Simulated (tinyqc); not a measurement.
Which stress helps holes along [110]: six-band Luttinger-Kohn model with strain.

Six-band Luttinger-Kohn model in the basis |3/2,3/2>, |3/2,1/2>, |3/2,-1/2>, |3/2,-3/2>, |1/2,1/2>, |1/2,-1/2>, electron energies, zero at the top of the unstrained valence band. H = -[rows: (P+Q, -S, R, 0, -S/r2, r2 R); (-S*, P-Q, 0, R, -r2 Q, r32 S); (R*, 0, P-Q, S, r32 S*, r2 Q); (0, R*, S*, P+Q, -r2 R*, -S*/r2); (-S*/r2, -r2 Q, r32 S, -r2 R, P+Dso, 0); (r2 R*, r32 S*, r2 Q, -S/r2, 0, P+Dso)], r2 = sqrt(2), r32 = sqrt(3/2). Levels are twofold.

P = c g1 k^2 - av tr(e); Q = c g2 (kx^2 + ky^2 - 2 kz^2) - (b/2)(exx + eyy - 2 ezz); R = c sqrt3 [-g2 (kx^2 - ky^2) + 2i g3 kx ky] + (sqrt3/2) b (exx - eyy) - i d exy; S = 2 c sqrt3 g3 (kx - i ky) kz - d (exz - i eyz); c = hbar^2/2m0, e the strain tensor (not engineering shear).

s11 = (C11 + C12)/((C11 - C12)(C11 + 2 C12)), s12 = -C12/((C11 - C12)(C11 + 2 C12)), s44 = 1/C44; exx = s11 sxx + s12 (syy + szz) and cyclic, exy = s44 sxy/2; tension is positive. A uniaxial stress X along the unit vector n is s_ij = X n_i n_j.

Constants: hbar^2/2m0 = 3.80998211 eV angstrom^2.

Inputs chosen for the exercise (near those of Si; shifted at random, so the results belong to these values and not to a real crystal): Dso = 0.045 eV (spin-orbit splitting); g1 = 4.3 (Luttinger gamma1); g2 = 0.34 (gamma2); g3 = 1.45 (gamma3); av = 2.45 eV (valence hydrostatic potential); b = -2.13 eV (tetragonal shear potential); d = -4.91 eV (trigonal shear potential); C11 = 164.8 GPa; C12 = 65.2 GPa; C44 = 77.4 GPa; X1 = 1.3 GPa (size of the stress).

Each load has size X1 (biaxial: sxx = syy); masses are curvatures of the top pair at k = 0.

Results:

| load | splitting (meV) | top edge (meV) | m [110] | m [001] |
|---|---|---|---|---|
| uniaxial [110], compression | 64.0 | 28.6 | 0.116 | 0.273 |
| uniaxial [110], tension | 23.9 | 35.9 | 0.426 | 0.205 |
| uniaxial [100], compression | 72.8 | 34.2 | 0.216 | 0.273 |
| uniaxial [100], tension | 24.0 | 38.6 | 0.242 | 0.216 |
| uniaxial [111], compression | 61.3 | 26.7 | 0.143 | 0.233 |
| uniaxial [111], tension | 22.9 | 34.6 | 0.351 | 0.233 |
| biaxial (001), compression | 24.0 | 6.2 | 0.216 | 0.276 |
| biaxial (001), tension | 72.8 | 66.6 | 0.273 | 0.179 |

The lightest mass along [110] (0.116) comes with uniaxial [110], compression. The largest splitting (72.8 meV) comes with uniaxial [100], compression; biaxial (001), tension. The heaviest mass along [001] (0.276), which lowers the confinement energy in a (001) channel, comes with biaxial (001), compression. The splitting per GPa follows b (s11 - s12) for loads along cube axes and d s44 for [111]: here 2 |b| (s11 - s12) = 42.8 and |d| s44/sqrt3 = 36.6 meV per GPa in the limit of large Dso; where the splitting nears Dso, mixing with the split-off band makes it depend on the sign of the load.

Run: tinyqc, `OMP_NUM_THREADS=1 python tinyqc.py 1080265 1080266 out.jsonl`; Intel(R) Xeon(R) Processor @ 2.30GHz, one thread, shared host; about 0.04 s of CPU time with all checks.
